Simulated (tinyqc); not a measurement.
MOSFET in the linear regime without short-channel effects, parameter extraction from computed curves: two steps of the calculation.

Inversion charge Q = Cox n Vt W0(exp((Vg - VT)/(n Vt))), W0 the Lambert function and n = nf; u = Q/Cox; mobility mu = mu0/(1 + th1 u + th2 u^2); channel resistance Rch = (L - dL)/(W mu Q); Id = Vd/(Rch + Rsd/W). Cox = eps0 eox/tox. Small Vd, no channel-length or drain effects.

Inputs (values chosen for the exercise); channel values of the order met in silicon transistors: relative permittivity of the gate insulator (close to aluminium oxide) eox = 9.01; insulator thickness tox = 13 nm; low-field mobility mu0 = 260 cm^2/(V s); second mobility attenuation factor th2 = 0.07 1/V^2; threshold voltage VT = 0.33 V; gate width W = 1 um; drawn gate length L = 1.8 um; drawn less effective length dL = 0.011 um; drain voltage Vd = 0.02 V.

Constants: eps0 = 8.8541878128e-14 F/cm where lengths are in cm. Results are converted to the units shown.

Question 1. Threshold and mobility at the peak transconductance. gm_i = (Id_(i+1) - Id_(i-1))/(Vg_(i+1) - Vg_(i-1)); at the point j of largest gm the tangent meets the axis at V_ext = Vg_j - Id_j/gm_j; field-effect mobility gm_j L/(W Cox Vd) with the drawn L.

| point | Vg (V) | Id (uA) |
|---|---|---|
| 0 | 0.13 | 1.5770211e-12 |
| 1 | 0.23 | 1.5636639e-7 |
| 2 | 0.33 | 0.0087727535 |
| 3 | 0.43 | 0.13847497 |
| 4 | 0.53 | 0.28607637 |
| 5 | 0.63 | 0.42518678 |
| 6 | 0.73 | 0.55370233 |
| 7 | 0.83 | 0.67169372 |
| 8 | 0.93 | 0.77972249 |
| 9 | 1.03 | 0.87847940 |

Give: gm; j; V_ext; field-effect mobility.

Answer 1.

| point | gm (uS) |
|---|---|
| 1 | 0.043864 |
| 2 | 0.69237 |
| 3 | 1.3865 |
| 4 | 1.4336 |
| 5 | 1.3381 |
| 6 | 1.2325 |
| 7 | 1.1301 |
| 8 | 1.0339 |

j = 4
V_ext = 0.33044 V
field-effect mobility = 210.25 cm^2/(V s)

V_ext is 0.44 mV above the model VT, and the mobility so found is 20 % below mu0 L/(L - dL) = 262 cm^2/(V s), the value for the drawn L; attenuation, series resistance and the slow approach of Q to a straight line all lower the peak gm.

Question 2. The Y function. Y_i = Id_i/sqrt(gm_i). For Id = beta Vd x/(1 + th x), x = Vg - VT, Y = sqrt(beta Vd) x whatever th. Slope s from points 5 and 8; VT_Y = Vg - Y/s at point 8; beta = s^2/Vd; mobility beta L/(W Cox) with the drawn L; th* = (beta Vd x/Id - 1)/x at point 8.

| point | Vg (V) | Id (uA) |
|---|---|---|
| 0 | 0.13 | 1.5770211e-12 |
| 1 | 0.23 | 1.5636639e-7 |
| 2 | 0.33 | 0.0087727535 |
| 3 | 0.43 | 0.13847497 |
| 4 | 0.53 | 0.28607637 |
| 5 | 0.63 | 0.42518678 |
| 6 | 0.73 | 0.55370233 |
| 7 | 0.83 | 0.67169372 |
| 8 | 0.93 | 0.77972249 |
| 9 | 1.03 | 0.87847940 |

| point | gm (uS) |
|---|---|
| 1 | 0.043863768 |
| 2 | 0.69237405 |
| 3 | 1.3865181 |
| 4 | 1.4335591 |
| 5 | 1.3381298 |
| 6 | 1.2325347 |
| 7 | 1.1301008 |
| 8 | 1.0339284 |

Wanted: Y; s; VT_Y; beta; mobility from Y; th*.

Answer 2.

| point | Y (uA^0.5 V^0.5) |
|---|---|
| 1 | 7.466e-7 |
| 2 | 0.01054 |
| 3 | 0.1176 |
| 4 | 0.2389 |
| 5 | 0.3676 |
| 6 | 0.4987 |
| 7 | 0.6318 |
| 8 | 0.7668 |

s = 1.331 uA^0.5 V^-0.5
VT_Y = 0.3538 V
beta = 88.56 uA/V^2
mobility from Y = 259.8 cm^2/(V s)
th* = 0.5360 1/V

The mobility from Y is 0.70 % below mu0 L/(L - dL) = 262 cm^2/(V s), which it should reach in deep inversion when th2 = 0.

Computed by the program tinyqc: `OMP_NUM_THREADS=1 python tinyqc.py 2210092 2210093 out.jsonl`, one thread of a shared Intel Xeon 2.30GHz, about 0.01 s for the whole run.
